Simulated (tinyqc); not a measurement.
Silicon n-p-n transistor, Gummel numbers and transit times: two steps of the calculation.

One-dimensional n-p-n transistor in the forward active mode at low injection. In the base p(x) = NB exp(-eta x/wb) and ni(x)^2 = ni^2 exp((g0 + g1 x/wb)/Vt); electrons leave the base at vsat; band spikes at the emitter junction and recombination inside the emitter are ignored.

Values chosen for this exercise; band and dielectric values close to those of silicon:
- T = 350 K (temperature)
- Eg = 1.14 eV (band gap)
- eps_r = 11.9 (relative permittivity)
- Nc = 3.48e19 cm^-3 (conduction-band density of states at T)
- Nv = 3.34e19 cm^-3 (valence-band density of states at T)
- vsat = 1.01e7 cm/s (saturation velocity)
- wb = 370 nm (neutral base width)
- NB = 2.1e18 cm^-3 (base doping at the emitter edge)
- eta = 3.5 (doping falls as exp(-eta x/wb))
- g0 = 0 eV (gap reduction at the emitter edge of the base)
- g1 = 0 eV (further gap reduction across the base (linear))
- Dn = 11 cm^2/s (electron diffusion coefficient in the base)
- NE = 3.7e19 cm^-3 (emitter doping)
- gE = 0.12 eV (gap reduction in the emitter (negative: wider gap))
- we = 79 nm (neutral emitter width)
- Dp = 1.4 cm^2/s (hole diffusion coefficient in the emitter)
- Se = 90000 cm/s (recombination velocity at the emitter contact)
- tb = 2e-8 s (electron lifetime in the base)
- NC = 1.3e16 cm^-3 (collector doping)
- VCB = 0.3 V (collector-base reverse bias)

Constants: q = 1.602176634e-19 C, kB = 1.380649e-23 J/K, Vt = kB T/q, eps0 = 8.8541878128e-14 F/cm where lengths are in cm. Results are converted to the units shown.

Problem 1. Base Gummel number and transit time. f(x) = p(x) ni^2/ni(x)^2; I(x) = integral from x to wb of f/Dn, plus f(wb)/vsat; base Gummel number GB = I(0); electron density per unit flux n/(J/q) = I/f; base transit time tauB = integral of I/f over the base. Trapezoid rule on 9 equal steps.

Give: x; f; I; I/f; GB; tauB.

Solution 1.

| point | x (nm) | f (cm^-3) | I (s/cm^4) | I/f (s/cm) |
|---|---|---|---|---|
| 0 | 0.00 | 2.1000e18 | 1.9881e12 | 9.4672e-7 |
| 1 | 41.11 | 1.4234e18 | 1.3297e12 | 9.3418e-7 |
| 2 | 82.22 | 9.6479e17 | 8.8343e11 | 9.1567e-7 |
| 3 | 123.33 | 6.5395e17 | 5.8094e11 | 8.8836e-7 |
| 4 | 164.44 | 4.4325e17 | 3.7591e11 | 8.4806e-7 |
| 5 | 205.56 | 3.0044e17 | 2.3693e11 | 7.8862e-7 |
| 6 | 246.67 | 2.0364e17 | 1.4274e11 | 7.0092e-7 |
| 7 | 287.78 | 1.3803e17 | 7.8888e10 | 5.7153e-7 |
| 8 | 328.89 | 9.3558e16 | 3.5612e10 | 3.8064e-7 |
| 9 | 370.00 | 6.3415e16 | 6.2787e9 | 9.9010e-8 |

GB = 1.9881e12 s/cm^4
tauB = 26.931 ps

Problem 2. Gain, Early voltage and collector delay. ni = sqrt(Nc Nv) exp(-Eg/(2 Vt)), Eg in volts; GE = NE exp(-gE/Vt)(we/Dp + 1/Se); JC = J0 exp(VBE/Vt), J0 = q ni^2/GB; gain limited by back injection GE/GB, by base recombination tb/tauB, together 1/beta = the sum of the inverses; collector layer one-sided, Wc = sqrt(2 eps0 eps_r (Vbc + VCB)/(q NC)), Vbc = Vt ln(p(wb) NC/ni^2), Cjc = eps0 eps_r/Wc; Early voltage VA = GB q p(wb)/(f(wb) Cjc [1/Dn - (eta + g1/Vt)/(wb vsat)]), f(wb) = p(wb) exp(-(g0 + g1)/Vt), p(wb) = NB exp(-eta); tauC = Wc/(2 vsat).

GB = 1.9881216e12 s/cm^4
tauB = 26.931242 ps

Wanted: ni; GE; J0; GE/GB; tb/tauB; beta; Wc; Cjc; VA; tauC.

Solution 2.

ni = 2.114e11 cm^-3
GE = 1.160e13 s/cm^4
J0 = 3.600e-9 A/cm^2
GE/GB = 5.834
tb/tauB = 742.6
beta = 5.788
Wc = 320.1 nm
Cjc = 0.3291 fF/um^2
VA = 118.7 V
tauC = 1.585 ps

The gain is limited more by back injection into the emitter. beta VA = 687 V.

Range of the model: The collector doping exceeds a tenth of the base doping at that edge, so the collector layer reaches noticeably into the base. Heavy doping makes emitter or base degenerate; gE and g0 are to be read as apparent gap changes that include this.

Numbers from tinyqc (`OMP_NUM_THREADS=1 python tinyqc.py 2320042 2320043 out.jsonl`; about 0.01 s on one thread of a shared Intel Xeon 2.30GHz).
